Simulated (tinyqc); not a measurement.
# Planar ballistic transistor, top-of-the-barrier model: effects of single changes

At the top of the source barrier, states moving towards the drain are filled by the source (Fermi level 0) and states moving back by the drain (Fermi level -q Vd); nothing scatters. U is the shift of the band edge there, set by the capacitances CG, CD and CS (the total) and by the charge. Parabolic two-dimensional band; the source is grounded.

Parameters, values chosen for the exercise; mass and valleys close to those of germanium: temperature T = 200 K; effective mass m = 0.115 m0; valley degeneracy gv = 4; relative permittivity of the gate insulator eox = 22; insulator thickness tox = 3.6 nm; gate control CG/CS aG = 0.92; drain control CD/CS aD = 0.066; band edge at the barrier top above the source Fermi level at zero bias E0 = 0.26 eV; drain voltage Vd = 0.2 V.

Constants: q = 1.602176634e-19 C, kB = 1.380649e-23 J/K, hbar = 1.054571817e-34 J s, m0 = 9.1093837015e-31 kg, Vt = kB T/q, eps0 = 8.8541878128e-14 F/cm where lengths are in cm. Results are converted to the units shown.

Each table varies one quantity; the others keep the values above.

## Effect of the valley degeneracy

N0 = gv m kB T/(pi hbar^2), CG = eps0 eox/tox, vT = sqrt(2 kB T/(pi m)), CS = CG/aG, n0 = n at U = 0 and Vd = 0. eta1 = -(E0 + U)/Vt, eta2 = eta1 - Vd/Vt, n = (N0/2)[F_0(eta1) + F_0(eta2)], F_0(x) = ln(1 + exp x). U = UL + q (n - n0)/CS with UL = -(aG Vg + aD Vd), energies in eV. I = q (N0/2) vT [F_(1/2)(eta1) - F_(1/2)(eta2)] per width, F_(1/2)(x) = (2/sqrt(pi)) int_0^infinity u^(1/2)/(1 + exp(u - x)) du. CQ = (q/Vt) dn/d(eta1). E0 is held fixed.

In this table Vg = 0.7 V, Vd = 0.7 V.

Result of one run:
```
gv   eta1  n (cm^-2)  I (uA/um)  mean velocity I/(q n) (cm/s)  CQ/CS
3   8.424   1.046e13       4825                       2.878e7  1.963
```

What becomes of these results when the valley degeneracy gv is changed from 3 to 2, all else the same?

Result of the changed run:
```
gv   eta1  n (cm^-2)  I (uA/um)  mean velocity I/(q n) (cm/s)  CQ/CS
2   10.81   8.952e12       4644                       3.238e7  1.309
```

The whole series:
```
gv   eta1  n (cm^-2)  I (uA/um)  mean velocity I/(q n) (cm/s)   CQ/CS
1   15.09   6.246e12       3809                       3.806e7  0.6543
2   10.81   8.952e12       4644                       3.238e7   1.309
3   8.424   1.046e13       4825                       2.878e7   1.963
4   6.900   1.143e13       4810                       2.627e7   2.615
6   5.062   1.259e13       4639                       2.300e7   3.901
```

As gv goes from 1 to 6, n rises from 6.25e12 to 1.26e13 cm^-2, the mean velocity falls from 3.81e7 to 2.30e7 cm/s and the current goes from 3810 through a maximum of 4820 (at gv = 3 among the rows listed) to 4640 uA/um. CQ/CS goes from 0.65 to 3.9.

## Transfer curve

Same model as above.

CQ = (q/Vt) dn/d(eta1).

Results:
```
Vg (V)    eta1  n (cm^-2)  I (uA/um)  mean velocity I/(q n) (cm/s)     CQ/CS
0       -14.32    9.999e5   2.075e-4                       1.295e7  1.580e-6
0.11    -8.449    3.546e8    0.07360                       1.295e7  5.605e-4
0.22    -2.740   1.036e11      21.70                       1.307e7    0.1588
0.34    0.7873   1.925e12      469.9                       1.524e7     1.799
0.45     2.632   4.473e12       1316                       1.836e7     2.442
0.67     5.924   9.820e12       3862                       2.455e7     2.619
0.79     7.685   1.276e13       5618                       2.748e7     2.667
0.9      9.257   1.548e13       7355                       2.966e7     2.845
```

Estimate the missing row, Vg = 0.56 V.

Computed row:
```
Vg (V)   eta1  n (cm^-2)  I (uA/um)  mean velocity I/(q n) (cm/s)  CQ/CS
0.56    4.295   7.135e12       2464                       2.155e7  2.584
```

With this row back in the table: The current rises from 2.08e-4 to 7360 uA/um. Between the first two rows the swing is 43.1 mV a decade, against Vt ln 10/aG = 43.1. CQ/CS goes from 1.6e-6 to 2.8, so a volt on the gate moves the band edge by 0.92 eV in the first row and 0.24 eV in the last: the gate charge is limited by the insulator. The mean velocity rises from 1.30e7 to 2.97e7 cm/s.

Numbers from tinyqc (`OMP_NUM_THREADS=1 python tinyqc.py 2400121 2400122 out.jsonl`; about 0.01 s on one thread of a shared Intel Xeon 2.30GHz).
